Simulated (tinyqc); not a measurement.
Inside a calculation: optical transitions of a finite quantum well. Values are carried at full precision from step to step, so a last printed digit may differ when a step is redone from the rounded ones.

Each carrier sees a square well of width L with its own depth V and masses m (inside), mb (outside); c = hbar^2/2m0, k = sqrt(m E/c), kappa = sqrt(mb (V - E)/c), and level n solves k L + 2 atan[(k/m)/(kappa/mb)] = n pi. The envelope is cos(kz) for odd n and sin(kz) for even n inside, joins exp(-kappa (|z| - L/2)) outside, and is normalised to 1. Excitons and band mixing are left out.

Constants: hbar^2/2m0 = 3.80998211 eV angstrom^2; hc = 1239.841984 eV nm; fine-structure constant alpha = 0.007297352564.

Parameters, chosen for this exercise (near those of a GaAs well in AlGaAs; not measured data):
- L = 81 angstrom (well width)
- Eg = 1.499 eV (gap of the well)
- Vc = 0.251 eV (conduction offset)
- Vv = 0.129 eV (valence offset)
- me = 0.0685 m0 (electron, well)
- meb = 0.0927 m0 (electron, barrier)
- mh = 0.339 m0 (heavy hole along z, well)
- mhb = 0.396 m0 (heavy hole, barrier)
- ml = 0.0915 m0 (light hole along z, well)
- mlb = 0.1142 m0 (light hole, barrier)
- Ns = 0.45 x 1e12/cm^2 (electrons in e1)
- n_r = 3.43 (refractive index)
- G = 20 meV (half width of the line)

## Confinement energies

Up to three levels for each carrier.

Levels:
```
level  E (eV)  k (1/angstrom)  kappa (1/angstrom)
e1     0.0408         0.02709             0.07151
e2     0.1576         0.05322             0.04768
hh1    0.0108         0.03099             0.11084
hh2    0.0426         0.06155             0.09478
hh3    0.0923         0.09061             0.06178
lh1    0.0276         0.02575             0.05513
lh2    0.1019         0.04947             0.02851
```

## Interband transitions

From e1 and e2 to each hole level: E = Eg + E_e + E_h, wavelength hc/E, squared overlap of the envelopes, and the strength |<S|p|v>|^2 in units of P^2 at the subband edge: overlap^2 times 1/2 (hh) or 1/6 (lh) for light polarised in the plane (TE), times 0 (hh) or 2/3 (lh) along z (TM).

Transitions:
```
pair    E (eV)  wavelength (nm)  overlap^2      TE      TM
e1-hh1  1.5506            799.6     0.9851  0.4926  0.0000
e1-lh1  1.5674            791.0     0.9960  0.1660  0.6640
e1-hh2  1.5824            783.5     0.0000  0.0000  0.0000
e1-hh3  1.6321            759.7     0.0104  0.0052  0.0000
e1-lh2  1.6417            755.2     0.0000  0.0000  0.0000
e2-hh1  1.6674            743.6     0.0000  0.0000  0.0000
e2-lh1  1.6842            736.2     0.0000  0.0000  0.0000
e2-hh2  1.6991            729.7     0.9266  0.4633  0.0000
e2-hh3  1.7488            709.0     0.0000  0.0000  0.0000
e2-lh2  1.7584            705.1     0.9549  0.1591  0.6366
```

The edge is e1-hh1 at 800 nm. Pairs of opposite parity vanish exactly; e1-hh3 is allowed by parity and reaches 0.0104, only because the two envelopes leak differently into the barriers.

## Intersubband transitions from e1

z_1j = <1|z|j>; 1/m1 = <1|1/m|1>; f_1j = (m1/c)(E_j - E_1) z_1j^2, which sums to 1 over all bound and continuum states.

Transitions:
```
pair  E (meV)  wavelength (micrometre)  |z| (angstrom)       f
1-2     116.7                    10.62           21.51  0.9843
```

m1 = 0.0694 m0
sum of f over bound states = 0.9843

The continuum carries the remaining 0.0157. With hard walls z_12 = 16 L/(9 pi^2) = 14.59 angstrom and f_12 = 256/(27 pi^2) = 0.9607.

## Absorption of one well

For light polarised along z (a real waveguide or Brewster geometry adds an angle factor), with all electrons in e1 and none in e2, the peak fractional absorption is 4 pi alpha Ns c f_12/(n_r m1 G) and the area under the Lorentzian line is pi G times that, c = hbar^2/2m0; 1e12/cm^2 = 1e-4/angstrom^2. EF - E1 = 2 pi c Ns/m1 at zero temperature.

peak absorption = 0.325 %
area = 20.42 % meV
EF - E1 = 15.5 meV

EF lies below e2, as assumed.

## Checks

- Sum of f over all levels of a difference grid (60 cells across the well) against 1: 0.999 against 1.000.
- The strength f_12 on that grid against the matched envelopes: both 0.984.

tinyqc: `OMP_NUM_THREADS=1 python tinyqc.py 1250613 1250614 out.jsonl`; about 0.04 s, one thread, shared Intel(R) Xeon(R) Processor @ 2.30GHz.
